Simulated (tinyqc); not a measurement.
The weight eta from points of equal mobility.

Question. If the mobility depends on E = q (Ndep + eta Ns)/(eps0 eps_r) alone, two points of equal mobility on its falling branch have equal E. Find eta and E.

Parameters, values chosen for the exercise:
- eps_r = 11.6 (relative permittivity of the semiconductor)

Constants: q = 1.602176634e-19 C, eps0 = 8.8541878128e-14 F/cm where lengths are in cm. Results are converted to the units shown.

Ndep at two body biases (cm^-2): 1.5829613e12  2.5955230e12
Ns at which the mobility is the same (cm^-2): 9.3e12  7.2748766e12

Solution. eta is the ratio of the differences of Ndep and Ns.

eta = 0.5000
E = 0.9723 MV/cm

Program tinyqc, `OMP_NUM_THREADS=1 python tinyqc.py 2510038 2510039 out.jsonl`; Intel Xeon 2.30GHz, shared host, one thread, about 0.01 s.
